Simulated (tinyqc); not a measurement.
Mobility of a non-polar semiconductor in the relaxation-time approximation: one step, computed by the program tinyqc. Command: `OMP_NUM_THREADS=1 python tinyqc.py 3011583 3011584 out.jsonl rta walk`. One thread of a shared host (Intel(R) Xeon(R) Processor @ 2.30GHz), about 0.01 s of CPU time with the checks.

Each valley is treated as a sphere of mass m_d for states and rates, with one isotropic relaxation time; the conductivity mass m_c sets the current.

Problem. Masses. m_d = (m_l m_t^2)^(1/3); 1/m_c = (1/m_l + 2/m_t)/3; Hall mass factor A = 3 K_m (K_m + 2)/(2 K_m + 1)^2, K_m = m_l/m_t; N_I = n (1 + C)/(1 - C).

Inputs (values chosen for the exercise, modelled on electrons in silicon):
```
quantity                 value    unit
longitudinal mass m_l    0.899     m_0
transverse mass m_t      0.189     m_0
carrier density n      1.5e+14  1/cm^3
compensation ratio C      0.49       -
```

Band: Kane. Impurity formula: Brooks-Herring. Further scattering: alloy.

Give: density-of-states mass m_d; conductivity mass m_c; Hall mass factor A; ionised impurity density N_I.

Solution.

density-of-states mass m_d = 0.3179 m_0

conductivity mass m_c = 0.2565 m_0

Hall mass factor A = 0.8723

ionised impurity density N_I = 4.382e+14 1/cm^3
